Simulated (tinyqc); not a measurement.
Phonon polaritons: single-oscillator infrared dielectric function of a polar cubic crystal. Computed by tinyqc, a small Python program. Command: `OMP_NUM_THREADS=1 python tinyqc.py 3027266 3027267 out.jsonl infrared walk`. One thread of a shared host (Intel(R) Xeon(R) Processor @ 2.30GHz), about 0.01 s of CPU time with the checks.

One ion pair, charges +Z* and -Z*, in a cell of volume Omega = a^3/4. Frequencies omega are given as wavenumbers (1/cm); eps_s is the static dielectric constant.

Inputs (values chosen for the exercise, modelled on lead telluride):
```
quantity            value      unit
lattice constant a   6.46  angstrom
mass M_A            207.2         u
mass M_B            127.6         u
omega_TO             32.3      1/cm
Born charge Z*       6.73         e
eps_inf              33.6         -
```

Structure: rock salt. Free carriers: absent.

Constants: nu for 1 eV/(angstrom^2 u) = 15.6333042 THz; 1 THz = 33.35640952 1/cm; e^2/(4 pi eps_0) = 14.39964548 eV angstrom.

Method. mu = M_A M_B/(M_A + M_B); ionic plasma term W^2 = 4 pi Z*^2 (e^2/(4 pi eps_0))/(Omega mu) in eV/(angstrom^2 u), turned into 1/cm by W = 15.6333042 x 33.35640952 x sqrt(W^2); omega_LO^2 = omega_TO^2 + W^2/eps_inf; eps_s = eps_inf + W^2/omega_TO^2; Szigeti charge 3 Z*/(eps_inf + 2); longitudinal (Callen) charge Z*/eps_inf. Transverse waves without damping obey Q^2 = omega^2 eps(omega), Q = wave vector/(2 pi) in 1/cm: eps_inf omega^4 - (eps_inf omega_LO^2 + Q^2) omega^2 + Q^2 omega_TO^2 = 0.

eps_s = 434.979

omega_LO = 116.216 1/cm

Branches (1/cm):
```
Q     lower branch  upper branch  Q/sqrt(eps_s)  Q/sqrt(eps_inf)
67           3.198         116.7           3.21             11.6
200          9.220         120.9           9.59             34.5
400         16.617         134.1          19.18             69.0
670         23.005         162.3          32.12            115.6
1000        27.017         206.2          47.95            172.5
1700        30.167         314.0          81.51            293.3
3400        31.729         597.1         163.02            586.6
6700        32.150        1161.2         321.25           1155.9
```

The lower branch starts as light slowed by sqrt(eps_s) (0.995 of that line) and ends at 0.995 omega_TO; the upper starts at 1.005 omega_LO and ends at 1.005 of the light line with eps_inf. No branch lies between omega_TO and omega_LO.
